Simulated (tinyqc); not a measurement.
Gamma, L and X subbands of a thin body with non-parabolic valleys: one step. Valley groups. Three cases, with inputs chosen for the exercise.

Problem. List degeneracy, edge, m_z, m_d and a.

Hard walls, flat band, c = hbar^2/2m0, energies from the bulk Gamma edge. For a valley at angle theta to the normal 1/m_z = cos^2/ml + sin^2/mt and m_d = sqrt(ml mt^2/m_z). Subband n starts at E_v + e with e (1 + a e) = c (n pi/t)^2/m_z, and its density-of-states mass is taken as m_d (1 + 2 a e), without further growth at higher in-plane energy. Groups are named by valley and degeneracy.

Constants: hbar^2/2m0 = 3.80998211 eV angstrom^2.

Give: Groups.

Case 1.

Values chosen (near those of a thin InAs channel; shifted at random, so the results belong to these values and not to a real crystal): face = 111 (surface); mG = 0.0258 m0 (Gamma mass); aG = 2.26 1/eV (Gamma non-parabolicity); EL = 0.704 eV (L edge above Gamma); mL = (0.618, 0.05) m0 (L valleys (four, along <111>): ml, mt); EX = 0.986 eV (X edge above Gamma); mX = (1.15, 0.156) m0 (X valleys (three, along <100>): ml, mt); aS = 0.6 1/eV (non-parabolicity of L and X).

Solution.

Groups:
```
group,g,E_v (eV),m_z,m_d,a (1/eV)
G1,1,0.000,0.0258,0.0258,2.26
L1,1,0.704,0.6180,0.0500,0.60
L3,3,0.704,0.0557,0.1666,0.60
X3,3,0.986,0.2191,0.3574,0.60
```

Case 2.

Values chosen (near those of a thin GaAs channel; shifted at random, so the results belong to these values and not to a real crystal): face = 110 (surface); mG = 0.0664 m0 (Gamma mass); aG = 0.57 1/eV (Gamma non-parabolicity); EL = 0.271 eV (L edge above Gamma); mL = (1.86, 0.072) m0 (L valleys (four, along <111>): ml, mt); EX = 0.409 eV (X edge above Gamma); mX = (1.267, 0.237) m0 (X valleys (three, along <100>): ml, mt); aS = 0.32 1/eV (non-parabolicity of L and X).

Solution.

Groups:
```
group,g,E_v (eV),m_z,m_d,a (1/eV)
G1,1,0.000,0.0664,0.0664,0.57
L2,2,0.271,0.2005,0.2193,0.32
L2',2,0.271,0.0720,0.3660,0.32
X2,2,0.409,0.3993,0.4222,0.32
X1,1,0.409,0.2370,0.5480,0.32
```

Case 3.

Values chosen (near those of a thin GaSb channel; shifted at random, so the results belong to these values and not to a real crystal): face = 111 (surface); mG = 0.0394 m0 (Gamma mass); aG = 1.13 1/eV (Gamma non-parabolicity); EL = 0.064 eV (L edge above Gamma); mL = (1.285, 0.099) m0 (L valleys (four, along <111>): ml, mt); EX = 0.34 eV (X edge above Gamma); mX = (1.542, 0.221) m0 (X valleys (three, along <100>): ml, mt); aS = 0.35 1/eV (non-parabolicity of L and X).

Solution.

Groups:
```
group,g,E_v (eV),m_z,m_d,a (1/eV)
G1,1,0.000,0.0394,0.0394,1.13
L1,1,0.064,1.2850,0.0990,0.35
L3,3,0.064,0.1103,0.3379,0.35
X3,3,0.340,0.3093,0.4934,0.35
```

Computed by tinyqc, one run a case: `OMP_NUM_THREADS=1 python tinyqc.py N N+1 out.jsonl` with N = 1250104, 1250783, 1250868; one thread of a shared Intel(R) Xeon(R) Processor @ 2.30GHz, about 0.04 s a run at most.
